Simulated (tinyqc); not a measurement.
Inside a calculation: trap in a gate oxide as a short-range spherical well. Values are carried at full precision from step to step, so a last printed digit may differ when a step is redone from the rounded ones.

A spherical well of radius R and depth V0 below the conduction edge, one mass m, c = hbar^2/2m0. The s level at binding Et solves k cot(k R) = -kappa with k = sqrt(m (V0 - Et)/c), kappa = sqrt(m Et/c); it exists for V0 > Vc = c (pi/2R)^2/m. Outside, psi falls as exp(-kappa r)/r.

Constants: hbar^2/2m0 = 3.80998211 eV angstrom^2; fine-structure constant alpha = 0.007297352564; hc = 1239.841984 eV nm; kB = 8.617333262e-05 eV/K.

Parameters, chosen for this exercise (near those of SiO2 on 4H SiC; not measured data):
- R = 2.2 angstrom (radius of the well)
- V0 = 10.48 eV (depth of the well)
- m = 0.47 m0 (mass)
- n_r = 1.47 (refractive index)
- dEc = 2.65 eV (conduction offset to the channel)
- Fox = 7 MV/cm (oxide field, lowering levels away from the channel)
- t0 = 0.5 x 1e-11 s (time constant at the interface)
- T = 300 K (temperature)
- EF = 0.07 eV (Fermi level above the channel edge)
- x = 6 angstrom (depth of the trap)

## The bound level

Solve for Et; the share outside is [sin^2(kR)/(2 kappa)]/[sin^2(kR)/(2 kappa) + R/2 - sin(2kR)/(4k)].

Et = 2.9107 eV
k = 0.9663 1/angstrom
kappa = 0.5992 1/angstrom
share outside = 0.312
Vc = 4.133 eV

The well is 2.54 times the critical depth. Since dEt/dV0 equals the share inside, 0.69, a 1 % change of V0 moves Et by 2.5 %. The decay length is 1.7 angstrom, 0.8 times R.

## Peak of the photo-ionisation cross-section

Lucovsky model (delta well, plane-wave final states, no local-field factor): sigma = (32 pi alpha c/(3 n_r m Et)) (x - 1)^(3/2)/x^3, x = h nu/Et, c = hbar^2/2m0; 1 angstrom^2 = 1e-16 cm^2.

The maximum lies at x = 2. Give the photon energy, its wavelength and sigma there.

h nu = 5.821 eV
wavelength = 213 nm
sigma = 5.79 x 1e-18 cm^2

With 31 % of the state outside the well the delta-well form is only a rough model of this centre.

## Level, tunnelling time and occupation

Energies from the conduction edge of the channel. The trap level at depth x is E_T = dEc - Et - e Fox x (1 MV/cm = 0.01 eV/angstrom). An electron at the channel edge tunnels with the WKB exponent S = (4/3) sqrt(m/c) [dEc^(3/2) - (dEc - e Fox x)^(3/2)]/(e Fox), c = hbar^2/2m0; tau = t0 exp(S); the occupation is f = 1/(1 + exp((E_T - EF)/kB T)), tau_c = tau/f and tau_e = tau/(1 - f). Lattice relaxation is left out; a level below the channel edge needs phonons as well, so tau is then a lower bound, while a level above it can also empty elastically at its own energy, through a thinner barrier, faster than this tau.

Give E_T, S, tau and ln(tau_c/tau_e) = (E_T - EF)/kB T.

E_T = -0.681 eV
S = 6.582
tau = 3.61e-09 s
ln(tau_c/tau_e) = -29.0

The level lies 29 kB T below EF, so the trap is mostly filled. A flat barrier would give S = 2 sqrt(m dEc/c) x = 6.86.

## Checks

- Et from the radial equation on a grid against the matching condition, eV: both 2.91.

Program tinyqc; command `OMP_NUM_THREADS=1 python tinyqc.py 1281156 1281157 out.jsonl`; about 0.01 s on one thread of a shared Intel(R) Xeon(R) Processor @ 2.30GHz.
